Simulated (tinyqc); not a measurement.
# Worked calculation: crystallisation kinetics and data retention of a phase-change cell

Computed by the program tinyqc: `OMP_NUM_THREADS=1 python tinyqc.py 2490133 2490134 out.jsonl`, one thread of a shared Intel Xeon 2.30GHz, about 0.03 s for the whole run. Printed values are rounded.

Johnson-Mehl-Avrami-Kolmogorov law X = 1 - exp(-y^n), y = integral of k dt, k = (1/100 s) exp[-(Ec q/kB)(1/T - 1/T1)].

Inputs (values chosen for the exercise); values of the order of Ge-Sb-Te and related chalcogenides:

| symbol | value | unit | meaning |
|---|---|---|---|
| Ec | 2.57 | eV | activation energy of crystallisation |
| T1 | 457 | K | temperature at which the rate k is 1/(100 s) |
| n | 1.5 |  | Avrami exponent |
| Xf | 0.5 |  | crystalline share at which the state is lost |
| T | 382 | K | storage temperature |
| b | 5 | K/min | heating rate |
| Ta | 422 | K | start of the ramp table |
| dT | 4 | K | step of the table |
| m | 10 |  | steps |

Constants: q = 1.602176634e-19 C, kB = 1.380649e-23 J/K. Results are converted to the units shown.

Range of the model: One Arrhenius rate is assumed; incubation, growth from the boundary and the non-Arrhenius kinetics of the supercooled liquid are left out.

## Retention

At fixed T the state fails at t = (-ln(1 - Xf))^(1/n)/k; ten years are 3.15576e8 s.

k = 2.72583e-8 1/s
y at failure = 0.783220
time to fail = 2.87333e7 s
the same in years = 0.910502
temperature for ten years = 370.624 K

The cell misses ten years at 382 K.

## A heating ramp

T rises at the rate b. Start with y = k (kB Ta^2/(q Ec))/b, the integral from cold to Ta to leading order; over each step k is taken as exponential in T, so y gains (dT/b)(k2 - k1)/ln(k2/k1). dX/dt = n y^(n - 1) k exp(-y^n), listed as 0 once y^n exceeds 23.

```
point  T (K)     k (1/s)           y           X  dX/dt (1/s)
0        422  4.46038e-5  0.00319608  1.80671e-4   3.78176e-6
1        426  8.66092e-5  0.00623451  4.92149e-4   1.02528e-5
2        430  1.66110e-4   0.0120941  0.00132914   2.73650e-5
3        434  3.14784e-4   0.0232580  0.00354069   7.17544e-5
4        438  5.89602e-4   0.0442778  0.00927380   1.84373e-4
5        442  0.00109187   0.0834030   0.0237987   4.61736e-4
6        446  0.00199980    0.155419   0.0594316   0.00111229
7        450  0.00362349    0.286539    0.142199   0.00249573
8        454  0.00649709    0.522759    0.314746   0.00482850
9        458   0.0115314    0.943953    0.600331   0.00671659
10       462   0.0202642     1.68746    0.888312   0.00441007
```

Among the points the rate is largest at 458 K, where X = 0.600; the exact peak lies at 458.3 K.
